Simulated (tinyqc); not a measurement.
Rutherford backscattering from a thin compound film on silicon: kinematics, yields, composition and thickness: one step, computed by the program tinyqc.

Singly charged helium ions (Z1 = 2, M1 = 4.0026 u) enter at the tilt angle a1 to the normal and leave at a2 = |180 - theta - tilt| in the same plane. The film is A B_x.

Task: Yields. Rutherford cross section in the laboratory frame: sigma = (Z1 Z e^2/(4 pi eps_0 4E))^2 (4/sin^4 theta) (r + cos theta)^2/r, r = sqrt(1 - (M1 sin theta/M)^2), times the screening factor 1 - 0.049 Z1 Z^(4/3)/E (E in keV); 1 angstrom^2 = 1e8 barn. Counts = (charge/e) x solid angle x sigma(E_mean) x areal density of the element/cos a1, E_mean = E0 - half the energy lost on the way in; 1 barn = 1e-24 cm^2. The ratio of areas returns x = (Y_B/Y_A)(sigma_A/sigma_B), with the counting error sqrt(1/Y_A + 1/Y_B).

Inputs (values chosen for the exercise, modelled on a helium beam on TiN):
```
quantity,value,unit
beam energy E0,1.9,MeV
scattering angle theta,170,degrees
tilt of the sample,0,degrees
heavy element: Z_A,22,-
heavy element: mass M_A,47.9,u
light element: Z_B,7,-
light element: mass M_B,14,u
"atoms of B per atom of A, x",0.961,-
collected charge,24,microcoulomb
detector solid angle,3,msr
```

energy lost on the way in = 30.01596 keV

areal density N d = 513.6 1e15 atoms/cm^2

Constants: e^2/(4 pi eps_0) = 14.39964548 eV angstrom; e = 1.602176634e-19 C.

Give: cross sections; counts; ratio of areas Y_B/Y_A; counting error of x without background.

Result:

cross sections (barn/sr): A 0.70486, B 0.06131

counts: A 82961, B 6935

ratio of areas Y_B/Y_A = 0.083593

counting error of x without background = 1.2500 %

The cross sections differ by 11.5, near (Z_A/Z_B)^2 = 9.9. The signal of B lies below the silicon edge, on the substrate background, so its real error is larger unless the substrate is channelled.
